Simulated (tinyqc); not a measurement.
What moves the results: quaternary alloy A(x)B(1-x)C(y)D(1-y) matched to a substrate. A value that a table varies takes the place of the one given here.

Q(x,y) = x y Q_AC + x (1 - y) Q_AD + (1 - x) y Q_BC + (1 - x)(1 - y) Q_BD for the lattice constant. Gap, rule 1: Q(x,y) - x (1 - x)[y C_ABC + (1 - y) C_ABD] - y (1 - y)[x C_ACD + (1 - x) C_BCD]. Rule 2 (mean of ternaries): {x (1 - x)[y T_ABC(x) + (1 - y) T_ABD(x)] + y (1 - y)[x T_ACD(y) + (1 - x) T_BCD(y)]}/{x (1 - x) + y (1 - y)}, T_ABC(x) = x E_AC + (1 - x) E_BC - C_ABC x (1 - x), T_ACD(y) = y E_AC + (1 - y) E_AD - C_ACD y (1 - y), and alike. Only the Gamma valley is followed.

Matching a(x,y) = a_s gives x = (a_s - y a_BC - (1 - y) a_BD)/(y (a_AC - a_BC) + (1 - y)(a_AD - a_BD)).
Constants: hc = 1239.841984 eV nm.

Parameters, chosen for this exercise (AC, AD, BC, BD near GaAs, GaP, InAs and InP; substrate near InP; the results hold for these values, not for the real material):
- a = (5.653, 5.452, 6.063, 5.861) angstrom (lattice constants of AC, AD, BC, BD)
- Eg = (1.507, 2.89, 0.423, 1.406) eV (gaps at Gamma of AC, AD, BC, BD)
- Cb = (0.502, 0.653, 0.175, 0.089) eV (bowing of ABC, ABD, ACD, BCD)
- a_s = 5.861 angstrom (substrate)
- y = 0.96 (fraction of C)

## Along the matched line

x follows from y.

Results:
```
y,x,bilinear (eV),rule 1 (eV),rule 2 (eV),wavelength 1 (nm),wavelength 2 (nm)
0.03,0.0148,1.3983,1.3862,1.3934,894,890
0.15,0.0741,1.3640,1.3086,1.3410,947,925
0.27,0.1333,1.3240,1.2334,1.2853,1005,965
0.39,0.1924,1.2782,1.1607,1.2265,1068,1011
0.51,0.2516,1.2267,1.0906,1.1643,1137,1065
0.63,0.3107,1.1695,1.0230,1.0982,1212,1129
0.75,0.3697,1.1065,0.9581,1.0267,1294,1208
0.87,0.4288,1.0379,0.8959,0.9460,1384,1311
0.99,0.4878,0.9635,0.8364,0.8425,1482,1472
```

The matched alloys span 0.836 to 1.386 eV by rule 1, monotonically in y. Along the line dx/dy is +0.494 between the first two rows and +0.492 between the last two. In energy the two rules differ most at y = 0.63, by 75 meV (83 nm there), which measures how far the ternary data leave the interior open. Miscibility gaps are not considered.

## What each parameter does

x is matched anew each time. Each row changes one parameter from the base and keeps the others.

Results:
```
case,x,rule 1 (eV),rule 2 (eV)
base,0.4730,0.8510,0.8722
y = 0.95,0.4681,0.8559,0.8814
a_s = 5.865 angstrom,0.4633,0.8406,0.8618
"Cb = (0.602, 0.784, 0.21, 0.107) eV",0.4730,0.8248,0.8502
"Eg = (1.557, 2.89, 0.423, 1.406) eV",0.4730,0.8737,0.8949
"a = (5.663, 5.452, 6.063, 5.861) angstrom",0.4844,0.8632,0.8845
```

The largest shifts from the base row, up to three for each result and ties (the steps differ in size, so this ranks the rows, not the parameters). x: a +0.0113, a_s -0.0098, y -0.0049; unchanged at the printed digits by Cb and Eg. rule 1 (eV): Cb -0.0262, Eg +0.0227, a +0.0122. rule 2 (eV): Eg +0.0227, Cb -0.0220, a +0.0122.

Run: tinyqc, `OMP_NUM_THREADS=1 python tinyqc.py 1080325 1080326 out.jsonl`; Intel(R) Xeon(R) Processor @ 2.30GHz, one thread, shared host; about 0.01 s of CPU time with all checks.
